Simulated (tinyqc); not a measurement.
Worked calculation: effective-mass impurity with a central-cell term, in a basis of Slater functions. Computed by tinyqc, a small Python program that keeps every step. Command: `OMP_NUM_THREADS=1 python tinyqc.py 3018751 3018752 out.jsonl centralcell walk`. One thread of a shared host (Intel(R) Xeon(R) Processor @ 2.30GHz), about 0.01 s of CPU time with the checks. Intermediate numbers are printed to about 7 digits and carried at full precision; extremes and crossings named in words are read from the listed rows.

The envelope obeys H = -nabla^2 - (2/r) [Z + A exp(-kappa r)] in effective units, with kappa = a*/lambda; positive A deepens the well near the core.

Inputs (values chosen for the exercise, with mass and screening modelled on InP): effective mass m = 0.0767 m_0; dielectric constant eps = 12.1; charge Z of the core = 1; central-cell strength A = 7.8; central-cell range lambda = 2 angstrom; basis size n = 2; smallest exponent zeta_1 = 0.48 1/a*; ratio beta of exponents = 2.8.

Impurity: donor, one isotropic band.

Constants: Ry = 13.605693123 eV; a_0 = 0.529177210903 angstrom.

## Effective units

Units: Ry* = Ry m/eps^2 and a* = a_0 eps/m, with m in m_0. kappa = a*/lambda; the hydrogenic ground state is bound by Z^2 Ry*.

Ry* = 7.127632 meV

a* = 83.48167 angstrom

kappa = 41.74084 1/a*

hydrogenic binding energy = 7.127632 meV

## Matrices over the s basis

zeta_i = zeta_1 beta^(i-1), i = 1..n. For s functions exp(-zeta r), with s = zeta_i + zeta_j: S = 2/s^3, T = zeta_i zeta_j S, V = -2 Z/s^2, W = -2 A/(s + kappa)^2; each function is normalised by dividing by sqrt(S_ii S_jj).

exponents (1/a*): [0.48, 1.344]

overlap S:
```
[[1.000000, 0.683087],
 [0.683087, 1.000000]]
```

kinetic T (Ry*):
```
[[0.2304, 0.4406733],
 [0.4406733, 1.806336]]
```

Coulomb V (Ry*):
```
[[-0.96, -1.245951],
 [-1.245951, -2.688]]
```

central cell W (Ry*):
```
[[-0.003784736, -0.01703622],
 [-0.01703622, -0.07674543]]
```

## Generalised eigenproblem

(T + V + W) c = E S c with c^T S c = 1 and the largest component positive.

two lowest levels (Ry*): [-1.016357, -0.049218]

coefficients of the lowest state: [0.3351594, 0.7406357]

<T> = 1.235509 Ry*

<W> = -0.05098102 Ry*

## Converged levels

Large basis: zeta_i = 0.06 x 1.6^(i-1), i = 1..22, same formulas; for p functions r exp(-zeta r): S = 24/s^5, T = zeta_i zeta_j S (centrifugal term included), V = -12 Z/s^4, W = -12 A/(s + kappa)^4; overlap eigenvalues below 1e-11 are dropped. Binding energies are -E Ry*; the effective quantum number is nu = Z/sqrt(-E); |psi(0)|^2 is given relative to the hydrogenic Z^3/(pi a*^3).

1s binding energy = 7.437482 meV

2s binding energy = 1.819927 meV

2p binding energy = 1.781884 meV

effective quantum number of 1s = 0.9789482

relative |psi(0)|^2 = 2.595427

The central cell moves 1s by +0.310 meV, 2s by +0.038 meV and 2p by a negligible amount: p states vanish at the core, so the 2p level gives the hydrogenic scale and 1s the chemical shift. The small basis lies 0.19 meV above the converged 1s level.

## Chemical shift by three methods

First order: shift = 8 A Z^3/(2 Z + kappa)^2 Ry*. One exponent: minimise zeta^2 - 2 Z zeta - 8 A zeta^3/(2 zeta + kappa)^2 by golden section on 0.2 to 6 Z. All shifts are the binding beyond Z^2 Ry*.

Shift of the 1s binding energy (meV):
```
A      first order  one exponent  large basis
-7.80   -0.2324640    -0.2177268   -0.1874214
-3.90   -0.1162320    -0.1123933   -0.1036613
0.78     0.0232464     0.0234082    0.0238310
1.95     0.0581160     0.0591411    0.0619251
3.90     0.1162320     0.1204289    0.1326290
7.80     0.2324640     0.2500915    0.3098492
9.75     0.2905800     0.3188385    0.4234397
```

The three columns are ordered, first order <= one exponent <= large basis, since each is a variational bound with more freedom. At the largest attractive A first order gives 69 % and one exponent 75 % of the shift; at the most repulsive A the true shift is -0.187 meV against -0.232. Attraction pulls the envelope in and feeds itself, repulsion pushes it out and saturates.

## Convergence with the basis

The error is the lowest level above the large-basis value.

Error of the 1s level:
```
n  error (meV)  largest exponent (1/a*)
1     2.210185             4.800000e-01
2     0.193260             1.344000e+00
3     0.178264             3.763200e+00
4     0.094195             1.053696e+01
5     0.092480             2.950349e+01
6     0.091056             8.260977e+01
7     0.090761             2.313073e+02
8     0.090682             6.476606e+02
```

The error falls from 2.21 to 0.0907 meV. The last function changes it by less than 5 %: it has levelled off, and what remains is set by beta and zeta_1, not by the range of exponents.

Checks made by the program: the large basis at A = 0 against Z^2, Z^2/4 and Z^2/4 (relative difference 5e-06).
